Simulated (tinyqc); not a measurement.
A chain with two barriers and dephasing by Buettiker voltage probes: two steps of the calculation.

Sites 1 to 4 form a chain with hopping -t. Lead L joins site 1 and lead R site 4, both semi-infinite chains with hopping -t and site energy 0. Every site carries a probe with self-energy -i Gamma_p/2 that draws no net current. Linear response at zero temperature: mu_L = 1, mu_R = 0 in units of the bias.

Values chosen for this exercise:

| symbol | value | unit | meaning |
|---|---|---|---|
| gp | 0.085 | eV | probe broadening Gamma_p |

Problem 1. Transmissions between terminals. With Gamma the broadening by one lead, T_RL = Gamma^2 |G_(4,1)|^2, T_pL = Gamma Gamma_p |G_(p,1)|^2, T_pR = Gamma Gamma_p |G_(p,4)|^2, T_pq = Gamma_p^2 |G_(p,q)|^2 for p != q.

G (1/eV):

|  | 1 | 2 | 3 | 4 |
|---|---|---|---|---|
| 1 | -0.28574566-0.11393847i | 0.00964317-0.05364555i | 0.28645511+0.09689851i | 0.08327610+0.07150975i |
| 2 | 0.00964317-0.05364555i | -0.02581726-0.17382362i | 0.97496597+0.00085746i | 0.32809315+0.13265338i |
| 3 | 0.28645511+0.09689851i | 0.97496597+0.00085746i | 0.01582079-0.13806875i | 0.02407055-0.04433116i |
| 4 | 0.08327610+0.07150975i | 0.32809315+0.13265338i | 0.02407055-0.04433116i | -0.32251536-0.14741904i |

Gamma = 1.9758289 eV

Wanted: T_RL; T_pL; T_pR; T_pq.

Solution 1.

T_RL = 0.04704

| probe | T_pL | T_pR |
|---|---|---|
| 1 | 0.01589 | 0.00202 |
| 2 | 0.00050 | 0.02103 |
| 3 | 0.01536 | 0.00043 |
| 4 | 0.00202 | 0.02112 |

T_pq (in units of 1e-3):

|  | 1 | 2 | 3 | 4 |
|---|---|---|---|---|
| 1 | 0.000 | 0.021 | 0.661 | 0.087 |
| 2 | 0.021 | 0.000 | 6.868 | 0.905 |
| 3 | 0.661 | 6.868 | 0.000 | 0.018 |
| 4 | 0.087 | 0.905 | 0.018 | 0.000 |

Problem 2. Current at both leads. In units of (2 q^2/h) times the bias, T_RL + sum_p T_pL (1 - mu_p) leaves L and T_RL + sum_p T_pR mu_p enters R.

T_RL = 0.047036343

| probe | T_pL | T_pR | mu_p |
|---|---|---|---|
| 1 | 0.015893108 | 0.002023500 | 0.87738132 |
| 2 | 0.000498938 | 0.021033832 | 0.19392714 |
| 3 | 0.015357915 | 0.000427361 | 0.74023147 |
| 4 | 0.002023500 | 0.021118895 | 0.09477055 |

Wanted: current leaving L; current entering R.

Solution 2.

current leaving L = 0.05521
current entering R = 0.05521

The two are equal: the probes conserve the current.

Program tinyqc, `OMP_NUM_THREADS=1 python tinyqc.py 2700117 2700118 out.jsonl`; Intel Xeon 2.30GHz, shared host, one thread, about 0.01 s.
